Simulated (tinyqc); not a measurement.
# MOS capacitor on a p-type substrate, surface potential from the exact charge relation: what changes with what

Uniform p-type substrate, Boltzmann statistics, full ionisation, classical densities. psi is the surface potential against the body (positive when the bands bend down) and u = psi/Vt. Traps are spread evenly over the gap and neutral at flat band, so their charge is -q Dit psi; the minority quasi-Fermi level is shifted by Vb.

Parameters, values chosen for the exercise; band and dielectric values close to those of silicon:

| symbol | value | unit | meaning |
|---|---|---|---|
| T | 293 | K | temperature |
| Eg | 1.13 | eV | band gap |
| eps_r | 11.6 |  | relative permittivity |
| Nc | 2.68e19 | cm^-3 | conduction-band density of states at T |
| Nv | 2.54e19 | cm^-3 | valence-band density of states at T |
| chi | 4.13 | eV | electron affinity |
| N | 1.2e17 | cm^-3 | acceptor density of the substrate |
| eox | 7.47 |  | relative permittivity of the gate insulator (close to silicon nitride) |
| tox | 11 | nm | insulator thickness |
| phiM | 4.59 | eV | gate work function |
| Nf | -1.1e10 | cm^-2 | fixed charge at the interface, in units of q |
| Dit | 1.5e11 | cm^-2 eV^-1 | density of interface traps |
| Vb | 0 | V | reverse bias of the inversion layer against the body |

Constants: q = 1.602176634e-19 C, kB = 1.380649e-23 J/K, Vt = kB T/q, eps0 = 8.8541878128e-14 F/cm where lengths are in cm. Results are converted to the units shown.

Each table varies one quantity; the others keep the values above.

## Capacitance-voltage curves

ni = sqrt(Nc Nv) exp(-Eg/(2 Vt)), Eg in volts; phiF = Vt ln(N/ni); Cox = eps0 eox/tox; Vfb = phiM - chi - (Eg - Vt ln(Nv/N)) - q Nf/Cox; Q0 = sqrt(2 eps0 eps_r q N Vt); r = (ni/N)^2 exp(-Vb/Vt); VT = Vfb + [(2 phiF + Vb)(1 + q Dit/Cox) + sqrt(2 eps0 eps_r q N (2 phiF + Vb))/Cox]. u = psi/Vt; F^2 = exp(-u) + u - 1 + r (exp(u) - u - 1); Qs = -sign(u) Q0 F; Cs = -dQs/dpsi = (Q0/Vt) |1 - exp(-u) + r (exp(u) - 1)|/(2 F). psi solves Vg = Vfb + psi + (q Dit psi - Qs)/Cox. Low frequency: 1/C_LF = 1/Cox + 1/(Cs + q Dit). High frequency, in the simple estimate in which traps and minority carriers do not follow: 1/C_HF = 1/Cox + 1/Cd, Cd being Cs with r = 0 at the same psi. Deep depletion: r = 0 and Dit = 0 both in the equation for psi and in Cs. Minority sheet density N_inv = (Q0/(2 q)) int_0^u r (exp(t) - 1)/F(t) dt for u > 0. N_inv under 1 cm^-2 is printed as 0. Regimes: accumulation when majority carriers gather, then depletion up to |psi| = phiF + Vb, weak inversion up to 2 phiF + Vb, strong inversion beyond.

Results:

| Vg (V) | psi (V) | C_LF/Cox | C_HF/Cox | C_deep/Cox | N_inv (cm^-2) | regime |
|---|---|---|---|---|---|---|
| -1.21 | -0.1202 | 0.9198 | 0.9195 | 0.9201 | 0 | accumulation |
| -0.93 | -0.09175 | 0.8700 | 0.8693 | 0.8703 | 0 | accumulation |
| -0.64 | -0.03643 | 0.7185 | 0.7153 | 0.7167 | 0 | accumulation |
| -0.36 | 0.08624 | 0.4057 | 0.3913 | 0.3881 | 0 | depletion |
| -0.08 | 0.2755 | 0.2702 | 0.2483 | 0.2453 | 3.149 | depletion |
| 0.21 | 0.4954 | 0.2193 | 0.1942 | 0.1916 | 1.351e4 | weak inversion |
| 0.49 | 0.7180 | 0.1931 | 0.1657 | 0.1633 | 7.438e7 | weak inversion |
| 0.77 | 0.9147 | 0.6229 | 0.1491 | 0.1447 | 1.482e11 | strong inversion |
| 1.06 | 0.9706 | 0.8908 | 0.1453 | 0.1309 | 9.916e11 | strong inversion |
| 1.63 | 1.010 | 0.9528 | 0.1428 | 0.1123 | 2.966e12 | strong inversion |
| 1.91 | 1.022 | 0.9627 | 0.1420 | 0.1057 | 3.969e12 | strong inversion |

Estimate the missing row, Vg = 1.34 V.

Computed row:

| Vg (V) | psi (V) | C_LF/Cox | C_HF/Cox | C_deep/Cox | N_inv (cm^-2) | regime |
|---|---|---|---|---|---|---|
| 1.34 | 0.9940 | 0.9342 | 0.1438 | 0.1207 | 1.944e12 | strong inversion |

With this row back in the table: C_LF/Cox is lowest, 0.193, at Vg = 0.49 V (weak inversion) among the rows listed and is 0.963 in the last row, where C_HF/Cox is 0.142 and the deep-depletion value 0.106. Vfb = -0.532 V, where C_HF/Cox = 0.595 (Cox in series with eps0 eps_r/LD), and VT = 0.667 V. Over the last two rows psi moves by only 0.042 V a volt of gate bias, since the inversion charge screens the body. The traps add q Dit = 0.040 Cox beside Cs, which lifts C_LF above C_HF even in depletion. In strong accumulation and inversion degeneracy and confinement, left out here, lower the capacitance.

## Effect of the relative permittivity of the gate insulator on threshold and swing

ni = sqrt(Nc Nv) exp(-Eg/(2 Vt)), Eg in volts; phiF = Vt ln(N/ni); Cox = eps0 eox/tox; Vfb = phiM - chi - (Eg - Vt ln(Nv/N)) - q Nf/Cox; VT = Vfb + [(2 phiF + Vb)(1 + q Dit/Cox) + sqrt(2 eps0 eps_r q N (2 phiF + Vb))/Cox]. gamma = sqrt(2 eps0 eps_r q N)/Cox; Wm = sqrt(2 eps0 eps_r (2 phiF + Vb)/(q N)); m = 1 + (eps0 eps_r/Wm + q Dit)/Cox; swing m Vt ln 10; Cmin/Cox = 1/(1 + Cox Wm/(eps0 eps_r)).

The same in every row: 2 phiF (V) = 0.8582; Wm (nm) = 95.76.

Results:

| eox | Vfb (V) | gamma (V^0.5) | VT (V) | m | swing (mV/decade) | Cmin/Cox |
|---|---|---|---|---|---|---|
| 3.9 | -0.5292 | 0.6331 | 0.9812 | 1.418 | 82.45 | 0.2547 |
| 5 | -0.5304 | 0.4938 | 0.8365 | 1.326 | 77.10 | 0.2104 |
| 7.5 | -0.5319 | 0.3292 | 0.6655 | 1.217 | 70.78 | 0.1509 |
| 15 | -0.5333 | 0.1646 | 0.4945 | 1.109 | 64.46 | 0.08159 |
| 22 | -0.5338 | 0.1122 | 0.4400 | 1.074 | 62.45 | 0.05711 |
| 30 | -0.5341 | 0.08230 | 0.4090 | 1.054 | 61.30 | 0.04253 |

Estimate the missing row, eox = 9.

Computed row:

| eox | Vfb (V) | gamma (V^0.5) | VT (V) | m | swing (mV/decade) | Cmin/Cox |
|---|---|---|---|---|---|---|
| 9 | -0.5324 | 0.2743 | 0.6085 | 1.181 | 68.67 | 0.1290 |

With this row back in the table: As eox goes from 3.9 to 30, VT falls from 0.981 to 0.409 V, the swing falls from 82.5 to 61.3 mV/decade and Cmin/Cox falls from 0.255 to 0.0425. Of the change of VT by -0.572 V, -0.00488 V comes from Vfb and -0.567 V from the band bending and the charge it takes. m - 1 goes as eox^(-1.00), that is as 1/Cox.

## Effect of the fixed charge at the interface on threshold and swing

Same model as above.

The same in every row: 2 phiF (V) = 0.8582; gamma (V^0.5) = 0.3305; Wm (nm) = 95.76; m = 1.218; swing (mV/decade) = 70.83; Cmin/Cox = 0.1514.

Effect of the fixed charge at the interface on threshold and swing:

| Nf (cm^-2) | Vfb (V) | VT (V) |
|---|---|---|
| -4e11 | -0.4282 | 0.7705 |
| -2e11 | -0.4815 | 0.7172 |
| 0 | -0.5348 | 0.6639 |
| 2e11 | -0.5881 | 0.6106 |
| 4e11 | -0.6414 | 0.5573 |
| 6e11 | -0.6947 | 0.5041 |
| 8e11 | -0.7480 | 0.4508 |

As Nf goes from -4e11 to 8e11, VT falls from 0.771 to 0.451 V, the swing stays at 70.8 mV/decade and Cmin/Cox stays at 0.151. The whole change of VT is that of Vfb: the curve shifts rigidly.

Numbers from tinyqc (`OMP_NUM_THREADS=1 python tinyqc.py 2060158 2060159 out.jsonl`; about 0.01 s on one thread of a shared Intel Xeon 2.30GHz).
